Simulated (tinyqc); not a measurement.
# Resonant-tunnelling diode, transfer matrices and Tsu-Esaki current: effect of temperature at two biases

Emitter (band edge 0), barrier d1, well Lw, barrier d2, spacer ds, collector (edge -V). The bias drops linearly over these layers and none in the contacts; each layer is cut into ns equal slices, flat at the value of their centres. E is the energy of motion across the layers, C = hbar^2/(2 m0), psi and psi'/m are continuous. Transport is coherent, T(E) is taken as independent of the transverse momentum, and charge in the well is ignored.

The current at V = 0.275 V and at V = 0.421 V, Ef held fixed. For the pair (psi, psi'/m) a flat layer has M = [[cos kd, (m/k) sin kd], [-(k/m) sin kd, cos kd]] with k = sqrt(m (E - U)/C) above its edge U, and M = [[cosh Kd, (m/K) sinh Kd], [(K/m) sinh Kd, cosh Kd]] with K = sqrt(m (U - E)/C) below it. Later slices stand to the left. With M acting on (psi, psi'/m) and v = k/m in each lead, T(E) = 4 vL vR/[(vL vR M12 - M21)^2 + (vR M11 + vL M22)^2]. J = J0 times the integral over E > 0 of T(E) N(E), N = ln[(1 + exp((Ef - E)/Vt))/(1 + exp((Ef - V - E)/Vt))], J0 = q^2 mw m0 kB T/(2 pi^2 hbar^3) (times 1e-4 for A/cm^2 per eV). The integral is converged to the digits shown.

Parameters, values chosen for the exercise; masses and offsets close to those of GaN wells and AlGaN barriers:

| symbol | value | unit | meaning |
|---|---|---|---|
| mw | 0.2 | m0 | mass in the well, spacer and contacts |
| U1 | 0.59 | eV | barrier height |
| m1 | 0.27 | m0 | barrier mass |
| d1 | 1.2 | nm | emitter barrier |
| Lw | 2.7 | nm | well width |
| d2 | 1.2 | nm | collector barrier |
| ns | 2 |  | slices in each layer |
| ds | 2.1 | nm | undoped spacer after the collector barrier |
| Ef | 0.055 | eV | Fermi energy of both contacts above their band edges |

Constants: q = 1.602176634e-19 C, kB = 1.380649e-23 J/K, hbar = 1.054571817e-34 J s, m0 = 9.1093837015e-31 kg, Vt = kB T/q, hbar^2/(2 m0) = 0.0380998212 eV nm^2. Results are converted to the units shown.

Effect of temperature at two biases:
```
T (K)  J at 0.275 V (kA/cm^2)  J at 0.421 V (kA/cm^2)  ratio
40                      219.1                   3.732  58.71
77                      219.6                   3.920  56.02
150                     224.2                   4.650  48.22
220                     235.1                   5.851  40.18
300                     253.4                   8.280  30.61
400                     282.7                   16.19  17.47
```

The first current rises from 219 to 283 kA/cm^2, the second rises from 3.73 to 16.2 kA/cm^2, and their ratio falls from 58.7 to 17.5. Heat lifts electrons to energies where the barriers transmit more, which raises the second current by a far larger factor than the first.

Computed by the program tinyqc: `OMP_NUM_THREADS=1 python tinyqc.py 2600051 2600052 out.jsonl`, one thread of a shared Intel Xeon 2.30GHz, about 0.07 s for the whole run.
